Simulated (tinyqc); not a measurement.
# Double-gate transistor below threshold, two-dimensional Poisson equation on a small mesh: effect of the acceptor density of the depleted body

Half of a symmetric double-gate structure: row 0 is the mid-plane of the body, where the normal field vanishes. Mobile charge is neglected (subthreshold), the body is fully depleted, and potentials are counted from the intrinsic level; rows run upward to the gate, columns from source to drain.

Mesh: rows i = 0..12 in the semiconductor (step hs = tb/12, row 12 on the interface), then 8 step(s) ho = tox/8 up to the gate row 20; columns j = 0..80 (step hy = L/80). Box integration, divided by eps0: up_i = eps hy/h of the interval above row i, dn_i = that of the interval below (0 for row 0), lat_i = (sum of eps h/2 over the intervals above and below)/hy, s_i = -q Na w_i hy/eps0 with w_i the semiconductor height of the box (hs/2 for row 0 and the interface row, hs between, 0 in the insulator). Each free node obeys (up + dn + 2 lat) psi = up psi(above) + dn psi(below) + lat [psi(left) + psi(right)] + s. Fixed values: gate row Vg - Vfb; column 0 at Vbi and the last column at Vbi + Vd in the semiconductor, each running linearly to Vg - Vfb across the insulator. The system is solved directly. On row 0 the minimum of psi and its place come from a parabola through the three lowest nodes; barrier = Vbi - minimum, swing = Vt ln 10/(d psi/dVg), DIBL = (d psi/dVd)/(d psi/dVg) there. Lambda = pi/k with k the smallest positive root of tan(k tox) tan(k tb) = eox/eps_r.

Values chosen for this exercise; semiconductor permittivity made up: temperature T = 350 K; relative permittivity of the semiconductor eps_r = 12.7; relative permittivity of the insulator eox = 3.9; half the body thickness tb = 4 nm; insulator thickness tox = 1.9 nm; channel length L = 27 nm; potential of the source Vbi = 0.56 V; gate offset Vfb = -0.05 V; gate voltage Vg = 0 V; drain voltage Vd = 0.05 V.

Constants: q = 1.602176634e-19 C, kB = 1.380649e-23 J/K, Vt = kB T/q, eps0 = 8.8541878128e-14 F/cm where lengths are in cm. Results are converted to the units shown.

Effect of the acceptor density of the depleted body:

| Na (cm^-3) | L/Lambda | barrier (V) | place y/L | swing (mV/decade) | DIBL (mV/V) |
|---|---|---|---|---|---|
| 0 | 1.537 | 0.4064 | 0.4902 | 86.16 | 114.5 |
| 5e17 | 1.537 | 0.4256 | 0.4905 | 86.16 | 114.7 |
| 1e18 | 1.537 | 0.4448 | 0.4909 | 86.16 | 114.9 |
| 2e18 | 1.537 | 0.4832 | 0.4915 | 86.16 | 115.3 |
| 3e18 | 1.537 | 0.5215 | 0.4921 | 86.15 | 115.6 |
| 5e18 | 1.537 | 0.5982 | 0.4930 | 86.15 | 116.1 |

As Na goes from 0 to 5e18 cm^-3, the barrier rises from 0.406 to 0.598 V, the swing stays near 86.2 mV a decade and DIBL rises from 115 to 116 mV/V; the ideal swing is 69.4. The barrier top moves from y/L = 0.490 to 0.493.

Computed by the program tinyqc: `OMP_NUM_THREADS=1 python tinyqc.py 2480002 2480003 out.jsonl`, one thread of a shared Intel Xeon 2.30GHz, about 0.09 s for the whole run.
